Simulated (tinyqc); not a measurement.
Transistor under a ferroelectric capacitor (negative capacitance), static model: one step of the calculation.

A ferroelectric film of thickness tf lies between the gate and an inner metal at potential v, which drives an ordinary transistor. One domain, P = Q (background permittivity neglected): Vg = v + tf (2 al Q + 4 be Q^3), al = -3 sqrt(3) Ec/(4 Pr), be = 3 sqrt(3) Ec/(8 Pr^3). Gate charge Q(v) = Qi + Cp v with the channel charge Qi = Cox n Vt ln(1 + exp((v - VT)/(n Vt))). Q in uC/cm^2, E in kV/cm; 1 nm times 1 kV/cm is 1e-4 V. Domains, leakage and the switching time are left out.

Task. Gate voltage against inner potential. Q(v) and Vg(v) as above. C = dQ/dv = Cox/(1 + exp(-(v - VT)/(n Vt))) + Cp; dVg/dv = 1 + C tf (2 al + 12 be Q^2); gain = dv/dVg.

Parameters, values chosen for the exercise; Pr and Ec close to those of hafnium oxide based films:
```
symbol,value,unit,meaning
T,250,K,temperature
Cox,2.7,uF/cm^2,capacitance of the inner oxide
Cp,1.1,uF/cm^2,overlap capacitance per gate area
VT,0.26,V,threshold of the inner transistor
n,1.26,,subthreshold factor of the inner transistor
tf,3.2,nm,ferroelectric thickness
```

Constants: q = 1.602176634e-19 C, kB = 1.380649e-23 J/K, Vt = kB T/q. Results are converted to the units shown.

v, point 0 to 8 (V): 0  0.1  0.2  0.3  0.4  0.5  0.6  0.7  0.8
al = -243.56964 kV cm/uC
be = 1.9028879 kV cm^5/uC^3

Give: Q; C; Vg; dVg/dv.

Result.

```
point  Q (uC/cm^2)  C (uF/cm^2)   Vg (V)   dVg/dv
0           0.0000       1.1002  0.00000  0.82850
1           0.1102       1.1074  0.08282  0.82747
2           0.2276       1.3668  0.16455  0.78745
3           0.4531       3.2967  0.22959  0.49104
4           0.8184       3.7845  0.27376  0.42857
5           1.1980       3.7996  0.31744  0.44755
6           1.5780       3.8000  0.36358  0.47678
7           1.9580       3.8000  0.41306  0.51409
8           2.3380       3.8000  0.46667  0.55942
```

dVg/dv is positive at all listed points; its smallest value, 0.429, means a gain of 2.33. Minimising dVg/dv over v puts the thickness at which the fold first appears at 5.59 nm.

Computed by the program tinyqc: `OMP_NUM_THREADS=1 python tinyqc.py 2860002 2860003 out.jsonl`, one thread of a shared Intel Xeon 2.30GHz, about 0.02 s for the whole run.
